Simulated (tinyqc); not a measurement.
Ferroelectric hysteresis, discrete Preisach model: one step of the calculation.

36 bistable elements (j, k) switch to +1 when V reaches u_j and to -1 when V falls to -u_k, and keep their state between. P = Ps sum w_jk s_jk. All elements start at -1. No time dependence and no dielectric part.

Question. Weights. w_jk is proportional to exp[-(a_j^2 + a_k^2 - 2 cr a_j a_k)/(2 (1 - cr^2))], a_j = (u_j - Vc)/sg, and the weights sum to one.

Parameters, values chosen for the exercise:
- Vc = 1.9 V (mean coercive voltage)
- sg = 0.76 V (spread of the switching voltages)
- up = [0.3, 0.9, 1.5, 2.1, 2.7, 3.3] V (list of the u_j)
- cr = 0.5 (correlation of up and down voltages)

Find: w.

Answer.

w:

|  | d=-0.3 | d=-0.9 | d=-1.5 | d=-2.1 | d=-2.7 | d=-3.3 |
|---|---|---|---|---|---|---|
| u=0.3 | 0.00615 | 0.01229 | 0.01070 | 0.00406 | 0.00067 | 0.00005 |
| u=0.9 | 0.01229 | 0.03722 | 0.04911 | 0.02822 | 0.00706 | 0.00077 |
| u=1.5 | 0.01070 | 0.04911 | 0.09815 | 0.08545 | 0.03241 | 0.00535 |
| u=2.1 | 0.00406 | 0.02822 | 0.08545 | 0.11273 | 0.06478 | 0.01621 |
| u=2.7 | 0.00067 | 0.00706 | 0.03241 | 0.06478 | 0.05640 | 0.02139 |
| u=3.3 | 0.00005 | 0.00077 | 0.00535 | 0.01621 | 0.02139 | 0.01229 |

tinyqc, about 0.01 s, one thread, Intel Xeon 2.30GHz (shared host): `OMP_NUM_THREADS=1 python tinyqc.py 2860136 2860137 out.jsonl`
